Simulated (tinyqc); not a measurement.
Inside a calculation: Gamma, L and X subbands of a thin body with non-parabolic valleys. Values are carried at full precision from step to step, so a last printed digit may differ when a step is redone from the rounded ones.

Hard walls, flat band, c = hbar^2/2m0, energies from the bulk Gamma edge. For a valley at angle theta to the normal 1/m_z = cos^2/ml + sin^2/mt and m_d = sqrt(ml mt^2/m_z). Subband n starts at E_v + e with e (1 + a e) = c (n pi/t)^2/m_z, and its density-of-states mass is taken as m_d (1 + 2 a e), without further growth at higher in-plane energy. Groups are named by valley and degeneracy.

Constants: hbar^2/2m0 = 3.80998211 eV angstrom^2; kB = 8.617333262e-05 eV/K.

Values chosen for the exercise (near those of a thin Ge channel; the results hold for these values, not for the real material):
- face = 111 (surface)
- mG = 0.0385 m0 (Gamma mass)
- aG = 1.04 1/eV (Gamma non-parabolicity)
- EL = -0.157 eV (L edge above Gamma)
- mL = (1.569, 0.081) m0 (L valleys (four, along <111>): ml, mt)
- EX = 0.045 eV (X edge above Gamma)
- mX = (0.88, 0.188) m0 (Delta valleys (six, along <100>): ml, mt)
- aS = 0.4 1/eV (non-parabolicity of L and X)
- t = 74 angstrom (body thickness)
- Ns = 8.7 x 1e12/cm^2 (sheet density)
- T = 300 K (temperature)
- eot = 12 angstrom (equivalent oxide thickness)

## Valley groups

List degeneracy, edge, m_z, m_d and a.

Groups:
```
group  g  E_v (eV)     m_z     m_d  a (1/eV)
G1     1     0.000  0.0385  0.0385      1.04
L1     1    -0.157  1.5690  0.0810      0.40
L3     3    -0.157  0.0905  0.3372      0.40
X6     6     0.045  0.2548  0.3494      0.40
```

## Subband edges

n = 1 to 8 for each group; list the ten lowest.

Subbands:
```
subband  g   E (eV)  DOS mass
L1 n=1   1  -0.1526    0.0813
L1 n=2   1  -0.1396    0.0821
L1 n=3   1  -0.1182    0.0835
L1 n=4   1  -0.0888    0.0854
L3 n=1   3  -0.0833    0.3571
L1 n=5   1  -0.0520    0.0878
L1 n=6   1  -0.0083    0.0906
L1 n=7   1   0.0417    0.0939
X6 n=1   6   0.0717    0.3568
L1 n=8   1   0.0972    0.0975
```

The lowest subband is L1 n=1, 13 meV below L1 n=2; in the bulk the lowest valley is L.

## Filling and quantum capacitance

n_i = g m/(2 pi c) kB T ln(1 + exp((EF - E_i)/kB T)), sum n_i = Ns (1e12/cm^2 = 1e-4/angstrom^2), c = hbar^2/2m0. Quantum capacitance Cq = 1602.176634 sum g m/(2 pi c) f_i in microfarad/cm^2 with f_i = 1/(1 + exp((E_i - EF)/kB T)); Cox = 34.5313/eot (one gate); C/Cox = Cq/(Cq + Cox), the centroid term left out.

Over the ten listed subbands, named by valley (G, L, X), degeneracy and number.

EF = -0.1052 eV

n_i in the order of the list (1e12/cm^2): 1.741  1.389  0.881  0.393  4.132  0.114  0.023  0.003  0.025  0.000

Cq = 37.02 microfarad/cm^2
Cox = 2.878 microfarad/cm^2
C/Cox = 0.928

EF lies 47 meV above the lowest edge; Gamma holds 0 % of the electrons. The density of states is ample: only 7 % of the gate capacitance is lost.

## Checks

- Cq against the slope dNs/dEF by finite differences, microfarad/cm^2: both 37.02.

Program tinyqc; command `OMP_NUM_THREADS=1 python tinyqc.py 1282637 1282638 out.jsonl`; about 0.03 s on one thread of a shared Intel(R) Xeon(R) Processor @ 2.30GHz.
